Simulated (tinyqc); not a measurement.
Thermal and gravitational stress in a wafer during furnace and rapid thermal processing, and the onset of slip: one step, computed by the program tinyqc. Command: `OMP_NUM_THREADS=1 python tinyqc.py 3016494 3016495 out.jsonl slip walk`. One thread of a shared host (Intel(R) Xeon(R) Processor @ 2.30GHz), about 0.01 s of CPU time with the checks.

A thin free disc in plane stress, isotropic; T(r) = T_centre + dT (r/R)^n with n = 2. Stress is positive in tension; sigma_SB = 5.670374419e-8 W/(m^2 K^4), g = 9.80665 m/s^2.

Problem. Thermal stress. With x = r/R: s_rr = alpha E dT (1 - x^n)/(n + 2), s_tt = alpha E dT [1 - (n + 1) x^n]/(n + 2).

Inputs (values chosen for the exercise, modelled on silicon): Young's modulus E = 148 GPa; expansion alpha = 4.51 1e-6/K; edge less centre temperature dT = 28 K.

Temperature profile: parabolic.

Give: Temperature and stresses at r/R = 0, 0.3, 0.5, 0.7, 0.8, 0.9, 0.95, 1; hoop stress at the edge; r/R where s_tt = 0.

Solution.

Temperature and stresses at r/R = 0, 0.3, 0.5, 0.7, 0.8, 0.9, 0.95, 1:
```
r/R   T - T_centre (K)  s_rr (MPa)  s_tt (MPa)
0.00              0.00      4.6724      4.6724
0.30              2.52      4.2518      3.4108
0.50              7.00      3.5043      1.1681
0.70             13.72      2.3829     -2.1960
0.80             17.92      1.6820     -4.2986
0.90             22.68      0.8877     -6.6815
0.95             25.27      0.4556     -7.9781
1.00             28.00      0.0000     -9.3447
```

hoop stress at the edge = -9.34472 MPa

r/R where s_tt = 0 = 0.57735

The hot edge is squeezed; the edge stress is n times that at the centre in size.
